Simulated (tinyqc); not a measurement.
Strain, valley repopulation and piezoresistance in a many-valley conduction band: one step, computed by the program tinyqc.

Valleys are ellipsoids with mass m_l along the axis a and m_t across it, parabolic, with one constant relaxation time; strain shifts the valleys and leaves the masses alone. Currents are taken along [100], along the load, and along [010], across the load.

Problem. Strain. Compliances S11 = (C11 + C12)/((C11 - C12)(C11 + 2 C12)), S12 = -C12/((C11 - C12)(C11 + 2 C12)), S44 = 1/C44; stress sigma_ij = X n_i n_j for the unit vector n of the load; e_xx = S11 sigma_xx + S12 (sigma_yy + sigma_zz), e_xy = S44 sigma_xy/2 (tensor strain).

Inputs (values chosen for the exercise, modelled on germanium): C11 = 127 GPa; C12 = 47.9 GPa; C44 = 66.5 GPa; stress X (tension positive) = 450 MPa.

Valley axes: <111> (4 valleys). Load: uniaxial [100].

Give: strain tensor.

Solution.

strain tensor (%), rows x, y, z:
$$\begin{pmatrix}
0.4466 & 0.0000 & 0.0000 \\
0.0000 & -0.1223 & 0.0000 \\
0.0000 & 0.0000 & -0.1223
\end{pmatrix}$$
